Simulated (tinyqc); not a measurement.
Electron mobility in a silicon inversion layer, empirical terms and Matthiessen rule: one step of the calculation.

Inversion layer of sheet density Ns on a uniformly doped body. The mobility terms are empirical power laws with prefactors chosen for the exercise; adding their inverses (Matthiessen) is itself an approximation.

Problem. Mobility terms and their sum. With t = T/(300 K): muC = Ac (Ns/1e12 cm^-2) t/(Nb/1e17 cm^-3 + Nit/1e11 cm^-2), muP = Ap E^(-1/3) t^(-1.75), muS = As E^(-gs); 1/mu is the sum of the inverses.

Inputs (values chosen for the exercise); material values close to those of silicon:
- T = 325 K (temperature)
- Nb = 1.7e18 cm^-3 (body doping)
- Ap = 458 cm^2/(V s) (phonon-limited mobility at 1 MV/cm and 300 K)
- As = 812 cm^2/(V s) (roughness-limited mobility at 1 MV/cm)
- gs = 2 (exponent of the roughness term)
- Ac = 1700 cm^2/(V s) (Coulomb prefactor)
- Nit = 2.1e11 cm^-2 (charge at the interface)
- Ns = 1.7e12 cm^-2 (inversion density)

E = 0.84182004 MV/cm

Wanted: terms; mu; shares of 1/mu.

Solution.

terms (cm^2/(V s)): Coulomb 163.9, phonon 421.7, roughness 1146
mu = 107.0 cm^2/(V s)
shares of 1/mu (%): Coulomb 65.28, phonon 25.38, roughness 9.339

The Coulomb term limits most.

Program tinyqc, `OMP_NUM_THREADS=1 python tinyqc.py 2510002 2510003 out.jsonl`; Intel Xeon 2.30GHz, shared host, one thread, about 0.01 s.
